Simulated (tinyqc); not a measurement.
X-ray reflectivity of a thin film on silicon: critical angles, Parratt recursion, fringes and roughness: one step, computed by the program tinyqc. Command: `OMP_NUM_THREADS=1 python tinyqc.py 3120698 3120699 out.jsonl xrr walk`. One thread of a shared host (Intel(R) Xeon(R) Processor @ 2.30GHz), about 0.01 s of CPU time with the checks.

n = 1 - delta + i beta; the classical electron radius is r_e = 2.8179403e-6 nm. Layer 0 is vacuum, 1 the film, 2 the substrate.

Problem. Fringe period, contrast and decay. Far above the critical angle the period is d theta = lambda/(2 d), or 2 pi/d in q; the envelope runs between (|r_01| - |r_12 p|)^2 and (|r_01| + |r_12 p|)^2; contrast = 2 a b/(a^2 + b^2) with a = |r_01|, b = |r_12 p|; roughness factors on the amplitudes are about exp(-q^2 sigma^2/2).

Inputs (values chosen for the exercise, modelled on copper on silicon, copper K-alpha radiation):
```
quantity                              value  unit
wavelength lambda                   0.15406    nm
film thickness d                       12.1    nm
roughness of the surface sigma_1       0.88    nm
roughness of the interface sigma_2     0.79    nm
```

1000 r_01 = 3.997517-0.106253i

1000 r_12 = -3.903855+0.106682i

p = 0.5527540-0.8046404i

q = 4 pi sin(theta)/lambda = 2.078276 1/nm

Give: period in theta; period in q; contrast; roughness factor, surface; roughness factor, interface.

Solution.

period in theta = 0.3648 degrees

period in q = 0.5193 1/nm

contrast = 0.9989

roughness factor, surface = 0.1878

roughness factor, interface = 0.2598
